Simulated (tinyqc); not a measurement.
# Doping from the ideality factor

Problem. For thermionic-field emission over a Schottky barrier the ideality factor is n = u coth(u) with u = E00/Vt and E00 = (hbar/2) sqrt(Nd/(me m0 eps0 eps_r)) in SI units (volts). Find u, E00 and Nd.

Inputs (values chosen for the exercise); band and dielectric values those of a made-up semiconductor:
- T = 300 K (temperature)
- me = 0.219 m0 (electron mass)
- eps_r = 9.87 (relative permittivity)

Constants: q = 1.602176634e-19 C, kB = 1.380649e-23 J/K, eps0 = 8.8541878128e-12 F/m, hbar = 1.054571817e-34 J s, m0 = 9.1093837015e-31 kg, Vt = kB T/q. Results are converted to the units shown.

n = 1.6615384

Answer. u coth(u) rises steadily from 1, so n fixes u; the definition of E00 then gives Nd.

u = 1.506
E00 = 38.92 meV
Nd = 9.500e18 cm^-3

Numbers from tinyqc (`OMP_NUM_THREADS=1 python tinyqc.py 2640068 2640069 out.jsonl`; about 0.04 s on one thread of a shared Intel Xeon 2.30GHz).
